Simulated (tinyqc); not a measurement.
# The 3-omega method: a line heater on a substrate with a thin film, step by step

A worked calculation. Computed by tinyqc, a small Python program that keeps every step. Command: `OMP_NUM_THREADS=1 python tinyqc.py 3001629 3001630 out.jsonl threeomega walk`. One thread of a shared host (Intel(R) Xeon(R) Processor @ 2.30GHz), about 0.01 s of CPU time with the checks. Intermediate numbers are printed to about 5 digits and carried at full precision; extremes and crossings named in words are read from the listed rows.

A current at angular frequency omega = 2 pi f heats the line at 2 omega with the amplitude P per length; the temperature swing Delta T at 2 omega gives a voltage at 3 omega. The substrate is taken as semi-infinite and isotropic, and the heat capacity of heater and film is left out.

Inputs (values chosen for the exercise, modelled on amorphous silicon on silica): substrate conductivity kappa = 1.41 W/(m K); substrate heat capacity C = 1.63 1e6 J/(m^3 K); heater half-width b = 3 micrometre; power amplitude per length P = 1.6 W/m; current frequency f = 290 Hz; film thickness t = 410 nm; film conductivity kappa_f = 1.7 W/(m K); interface resistance R_i = 26 m^2 K/GW; substrate thickness d_s = 525 micrometre; temperature coefficient of resistance beta = 2.4 1e-3/K; voltage amplitude V_1 = 0.95 V.

## Penetration depth

D = kappa/C; q = sqrt(2 i omega/D); penetration depth 1/|q| = sqrt(D/(2 omega)).

diffusivity D = 0.86503 mm^2/s

penetration depth = 15.407 micrometre

|q| b = 0.19472

penetration depth / d_s = 0.029346

## Temperature swing of the bare substrate

Delta T_s = (P/(pi kappa)) int_0^infinity (sin x/x)^2 / sqrt(x^2 + (q b)^2) dx with (q b)^2 = i |q b|^2, averaged over the heater width (12 Gauss-Legendre points on each of the pieces 0, 14 log-spaced edges from 1e-5 to 1, and multiples of pi to 40 pi; the tail adds 1/(4 (40 pi)^2)). For |q| b much below 1: Delta T_s = (P/(pi kappa)) [-ln(|q| b) + eta - i pi/4], eta = 3/2 - C_E = 0.92278, with Euler's C_E = 0.5772157.

in-phase Delta T_s = 0.92608 K

out-of-phase Delta T_s = -0.27765 K

in-phase, narrow-line form = 0.92431 K

out-of-phase, narrow-line form = -0.28369 K

The narrow-line form misses the in-phase part by -0.19 % and the out-of-phase part by +2.2 % at |q| b = 0.195.

## The film adds a constant step

One-dimensional flow across the film: Delta T_f = P (t/kappa_f + R_i)/(2 b); total in-phase swing Delta T = Delta T_s + Delta T_f; third-harmonic amplitude V_3 = V_1 beta |Delta T|/2 with the out-of-phase part included; the apparent film conductivity is t/(t/kappa_f + R_i).

Delta T_f = 0.071247 K

total in-phase swing = 0.99732 K

V_3 = 1.1802 mV

apparent film conductivity = 1.5346 W/(m K)

film share of the in-phase swing = 0.071438

The interface lowers the apparent conductivity by 10 %. The film is a small part of the signal: an error of 1 % in Delta T_s becomes 13 % in the film resistance. Caution: the film does not conduct much worse than the substrate, so heat spreads in it and the one-dimensional step is only approximate, and wrong once kappa_f nears or exceeds kappa.

## Conductivity from the slope

Take the in-phase swing at f and at 2f; in the narrow-line limit kappa = P ln 2/(2 pi [Delta T(f) - Delta T(2f)]), whatever the film and the heater width.

in-phase Delta T_s at 2f = 0.80262 K

kappa from the slope = 1.4297 W/(m K)

error of the slope method = 1.4002 %

## The window of frequencies

The slope value uses each f and 2f: kappa = P ln 2/(2 pi [Delta T(f) - Delta T(2f)]).

Bare substrate; columns: (1) f (Hz); (2) penetration depth (micrometre); (3) |q| b; (4) in-phase (K); (5) out-of-phase (K); (6) narrow-line form (K); (7) kappa from the slope (W/(m K)):
```
(1)         (2)        (3)       (4)        (5)        (6)     (7)
0.076    951.71  0.0031522    2.4137   -0.28368     2.4137  1.4100
0.76     300.96  0.0099682    1.9979   -0.28365     1.9979  1.4101
7.6      95.171   0.031522    1.5821   -0.28342     1.5820  1.4105
38       42.562   0.070486    1.2916   -0.28259     1.2913  1.4126
150      21.422    0.14004    1.0443   -0.28018     1.0434  1.4203
760      9.5171    0.31522   0.75486   -0.27072    0.75031  1.4607
3100     4.7123    0.63664   0.51384   -0.24739    0.49642  1.6056
15000    2.1422     1.4004   0.28051   -0.18983    0.21167  2.2618
76000   0.95171     3.1522   0.12737   -0.10910  -0.081388  4.7229
460000  0.38684     7.7551  0.051733  -0.048730   -0.40656  11.649
```

The slope gives kappa within 1 % up to |q| b = 0.14 (f = 150 Hz) among these rows. The penetration depth stays under d_s/5 = 105 micrometre from f = 7.6 Hz up, so a usable window lies between the two. At high f the flow turns one-dimensional: in-phase and out-of-phase parts become equal in size (ratio 0.94 in the last row) and fall as f^(-1/2) (exponent -0.50).

Checks made by the program: narrow-line limit at |q| b = 0.002 (relative difference 7e-07).
